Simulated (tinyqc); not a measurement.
A double barrier with mass mismatch, transfer matrices: one step of the calculation.

One electron of energy E comes from the left lead (band edge 0); no transverse momentum. Parabolic bands, masses in units of m0, C = hbar^2/(2 m0); psi and psi'/m are continuous at every interface. Barrier d1, well Lw, barrier d2; the right lead equals the left one.

Question. Transmission and reflection. The matrix M carries (psi, psi'/m) across the stack, and v = k/m in each lead. psi = 1 + r at the left edge (incident amplitude 1) and t at the right edge. With det M = 1, a = i vR M11 - M21 and b = -vL vR M12 - i vL M22: t = 2 i vL/(a - b), r = -(a + b)/(a - b), T(E) = (vR/vL) |t|^2, R(E) = |r|^2.

M:
```
            1           2
1  0.37442539  0.47732164
2  -1.8013129  0.37442539
```

vL = 10.194974 1/nm
vR = 10.194974 1/nm

Give: t; r; T(E); R(E).

Answer.

t = 0.0576+0.3880i
r = 0.9099-0.1351i
T(E) = 0.1539
R(E) = 0.8461

T(E) + R(E) = 1: the current is conserved.

Range of the model: Masses are held fixed, although real bands cease to be parabolic a few tenths of an eV from their edges (inside a barrier too).

tinyqc, about 0.04 s, one thread, Intel Xeon 2.30GHz (shared host): `OMP_NUM_THREADS=1 python tinyqc.py 2560029 2560030 out.jsonl`
